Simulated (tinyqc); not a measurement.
Programming of a floating-gate cell by Fowler-Nordheim tunnelling: one step of the calculation.

Per tunnel area the floating gate has Ctun = 3.9 eps0/tox to the channel (0 V) and Ccg to the control gate, Ct = Ctun/(1 - ag), no other coupling. With the threshold shift U = -Q/Ccg the field is F = ag (Vg - U)/tox, and dU/dt = J/Ccg. Fowler-Nordheim: J = A F^2 exp(-B/F), A = q^2/(16 pi^2 hbar mo phi) (times 1e14 for A/cm^2 with F in V/nm, emitter mass m0), B = (4/3) sqrt(mo/C) phi^1.5, C = hbar^2/(2 m0).

Problem. Explicit time steps against the exact solution. U(new) = U + dt J(F(U))/Ccg. Exact: exp(B/F(t)) = exp(B/F(0)) + K t, K = A B ag/(Ccg tox), and U = Vg - tox F/ag.

Parameters, values chosen for the exercise; oxide values close to those of silicon dioxide: tunnel barrier phi = 3.01 eV; tunnelling mass mo = 0.41 m0; tunnel oxide thickness tox = 6.4 nm; coupling ratio Ccg/Ct ag = 0.69; threshold shift at the start Vt0 = -1.3 V; control-gate voltage Vg = 9.7 V; time step dt = 3.3 us; steps n = 12.

Constants: q = 1.602176634e-19 C, hbar = 1.054571817e-34 J s, m0 = 9.1093837015e-31 kg, eps0 = 8.8541878128e-14 F/cm where lengths are in cm, hbar^2/(2 m0) = 0.0380998212 eV nm^2. Results are converted to the units shown.

Give: t; F; J; U by steps; U exact.

Solution.

```
step  t (us)  F (V/nm)  J (A/cm^2)  U by steps (V)  U exact (V)
0          0     1.186      0.7589          -1.300       -1.300
1      3.300     0.961    0.005508           0.785       -0.487
2      6.600     0.959    0.005272           0.800       -0.211
3      9.900     0.958    0.005055           0.815       -0.045
4      13.20     0.956    0.004855           0.829        0.073
5      16.50     0.955    0.004669           0.842        0.164
6      19.80     0.954    0.004497           0.855        0.238
7      23.10     0.952    0.004336           0.867        0.300
8      26.40     0.951    0.004187           0.879        0.354
9      29.70     0.950    0.004047           0.891        0.401
10     33.00     0.949    0.003916           0.902        0.442
11     36.30     0.947    0.003793           0.913        0.480
12     39.60     0.946    0.003677           0.923        0.514
```

Range of the model: Programming fields of 10 MV/cm and more wear the oxide; trapping and the channel potential are ignored.

Numbers from tinyqc (`OMP_NUM_THREADS=1 python tinyqc.py 2130035 2130036 out.jsonl`; about 0.01 s on one thread of a shared Intel Xeon 2.30GHz).
